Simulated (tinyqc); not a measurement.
What moves the results: nanosheet or nanowire with hard walls, valleys of the Si type. A value that a table varies takes the place of the one given here.

Six ellipsoidal valleys along the cube axes: inverse mass tensor w = 1/mt + (1/ml - 1/mt) a a^T with a the unit axis. Device axes: x along the channel, z = [001], y = z x x.

Hard walls around a W x H rectangle. The block w_c of w in (y, z) confines; the transport mass follows from 1/m_x = w_xx - w_xc w_c^-1 w_cx. The cross-section problem c (w_yy ky^2 + 2 w_yz ky kz + w_zz kz^2), c = hbar^2/2m0, is solved in products sin(n pi y/W) sin(l pi z/H), n, l = 1 to 12; if w_yz = 0 the levels are c pi^2 (w_yy n^2/W^2 + w_zz l^2/H^2). The w_yz term couples (n, l) to (n', l') by -2 c w_yz D_nn'(W) D_ll'(H) with D_nm(L) = 4 n m/(L (n^2 - m^2)) for n + m odd and 0 otherwise.

Without degeneracy the line density is N1 exp((EF - Ec)/kB T) with N1 = sum 2 g sqrt(m_x kB T/(4 pi c)) exp(-E/kB T), here over n, l up to 80 where w_yz = 0 and over all levels of a 12 x 12 sine basis otherwise; the classical value is W H Nc with Nc = 2 g_all (m_dos kB T/(4 pi c))^(3/2), m_dos = (ml mt^2)^(1/3); dVt = kB T ln(W H Nc/N1).

Constants: hbar^2/2m0 = 3.80998211 eV angstrom^2; kB = 8.617333262e-05 eV/K.

Inputs chosen for the exercise (near those of Si; not measured data): ml = 0.921 m0 (longitudinal mass); mt = 0.19 m0 (transverse mass); T = 300 K (temperature); g_all = 6 (number of valleys); channel = 100 (transport direction x on a (001) wafer); H = 64 angstrom (height, along z = [001]); Ws = (30, 40, 60, 90, 140, 220, 350) angstrom (widths); W = 110 angstrom (width, along y).

## From wire to sheet

Valleys:

| group | valleys g | w_yy | w_zz | \|w_yz\| | m_x (m0) |
|---|---|---|---|---|---|
| A | 2 | 5.26316 | 1.08578 | 0.00000 | 0.19000 |
| B | 2 | 1.08578 | 5.26316 | 0.00000 | 0.19000 |
| C | 2 | 5.26316 | 5.26316 | 0.00000 | 0.92100 |

Lowest level of each group (groups ordered by w_zz, then w_yy) and dVt against the width.

Results:

| W (angstrom) | A1 (eV) | B1 (eV) | C1 (eV) | dVt (mV) |
|---|---|---|---|---|
| 30 | 0.2299 | 0.0937 | 0.2682 | 100.0 |
| 40 | 0.1337 | 0.0738 | 0.1720 | 82.5 |
| 60 | 0.0649 | 0.0597 | 0.1033 | 57.5 |
| 90 | 0.0344 | 0.0534 | 0.0728 | 42.5 |
| 140 | 0.0201 | 0.0504 | 0.0584 | 35.0 |
| 220 | 0.0141 | 0.0492 | 0.0524 | 31.0 |
| 350 | 0.0116 | 0.0487 | 0.0499 | 28.7 |

How do the results move?

dVt falls from 100 to 29 mV. The lowest group changes from B to A between W = 60 and 90 angstrom (H = 64). At the widest W the lowest level is 0.0116 eV; the film limit c pi^2 w_zz/H^2 of that group is 0.0100 eV.

## Channel direction

The same rectangle along [100] and [110]; groups ordered by w_zz, then w_yy.

Lowest level of each group:

| channel, group | valleys g | w_yy | w_zz | \|w_yz\| | m_x (m0) | E (eV) |
|---|---|---|---|---|---|---|
| [100] A | 2 | 5.263 | 1.086 | 0.000 | 0.190 | 0.0263 |
| [100] B | 2 | 1.086 | 5.263 | 0.000 | 0.190 | 0.0517 |
| [100] C | 2 | 5.263 | 5.263 | 0.000 | 0.921 | 0.0647 |
| [110] A | 2 | 5.263 | 1.086 | 0.000 | 0.190 | 0.0263 |
| [110] B | 4 | 3.174 | 5.263 | 0.000 | 0.555 | 0.0582 |

What does this show, and why?

The lowest subband has m_x = 0.190 m0 and 2 valleys along [100], and 0.190 m0 and 2 valleys along [110]; its edge lies at 0.0263 and 0.0263 eV. These valleys have their axis along z, so turning the channel in the wafer plane leaves them alone; only the higher groups change.

## What each parameter does

E1 and E2 are the two lowest subband edges over all groups. Each row changes one parameter from the base and keeps the others.

Results:

| case | E1 (eV) | E2 - E1 (meV) | m_x of lowest (m0) | dVt (mV) |
|---|---|---|---|---|
| base | 0.0263 | 25.4 | 0.190 | 38.4 |
| W = 100 angstrom | 0.0298 | 22.6 | 0.190 | 40.1 |
| H = 72 angstrom | 0.0242 | 17.3 | 0.190 | 34.0 |
| T = 350 K | 0.0263 | 25.4 | 0.190 | 39.9 |
| ml = 1.013 m0 | 0.0254 | 26.0 | 0.190 | 37.9 |
| mt = 0.209 m0 | 0.0248 | 22.5 | 0.209 | 36.1 |

How do the results move?

The largest shifts from the base row, up to three for each result and ties (the steps differ in size, so this ranks the rows, not the parameters). E1 (eV): W +0.0034, H -0.0021, mt -0.0015; unchanged at the printed digits by T. E2 - E1 (meV): H -8.0, mt -2.9, W -2.7; unchanged at the printed digits by T. m_x of lowest (m0): mt +0.019; unchanged at the printed digits by W, H, T and ml. dVt (mV): H -4.4, mt -2.3, W +1.8.

(tinyqc, `OMP_NUM_THREADS=1 python tinyqc.py 1281412 1281413 out.jsonl`, Intel(R) Xeon(R) Processor @ 2.30GHz, 1 thread, shared host, about 0.04 s.)
